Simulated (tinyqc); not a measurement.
Stacked nanosheet transistor, parasitic resistance, capacitance and delay: one step of the calculation.

Ns sheets share one contact on top; each has perimeter p = 2 (Ws + ts) and cross-section A = Ws ts; contact width Wc = Ws + 10 nm, stack height Hs = Ns pv. Sheet 1 is the top one. Contact length Lc = CPP - Lg - 2 Lsp, shared by two neighbouring gates. Source and drain sides are equal. The formulas are first-order estimates, not field solutions.

Question. Capacitances. With N sheets: gate Cg = Cinv p N Lg; per side, plate Cp = ks eps0 [Wc (Hs + Hc) - N A]/Lsp, top fringe Cf = (2/pi) ks eps0 Wc ln(1 + Lg/(2 Lsp)), overlap Co = Cinv p N Lov. Cs = Cp + Cf + Co. An inverter of two such devices driving an equal one has the load CL = 2 (Cg + 2 Cs) + 4 Cs + Cw (its own drains counted twice for the Miller effect).

Values chosen for this exercise; values close to those of silicon logic devices: number of sheets Ns = 4; sheet width Ws = 30 nm; sheet thickness ts = 5 nm; vertical pitch of the sheets pv = 12 nm; gate length Lg = 14 nm; spacer length Lsp = 5 nm; relative permittivity of the spacer ks = 4.5; gate height above the channel stack Hc = 25 nm; gate overlap Lov = 0.5 nm; inversion capacitance Cinv = 2.3 uF/cm^2; wire load Cw = 0.17 fF.

Constants: eps0 = 8.8541878128e-12 F/m. Results are converted to the units shown.

Give: Cg; Cp; Cf; Co; CL.

Answer.

Cg = 90.16 aF
Cp = 18.49 aF
Cf = 0.8883 aF
Co = 3.220 aF
CL = 531.1 aF

The channel capacitance gives 34.0 % of CL, the parasitic parts 34.0 % and the wire 32.0 %.

Computed by the program tinyqc: `OMP_NUM_THREADS=1 python tinyqc.py 2170030 2170031 out.jsonl`, one thread of a shared Intel Xeon 2.30GHz, about 0.07 s for the whole run.
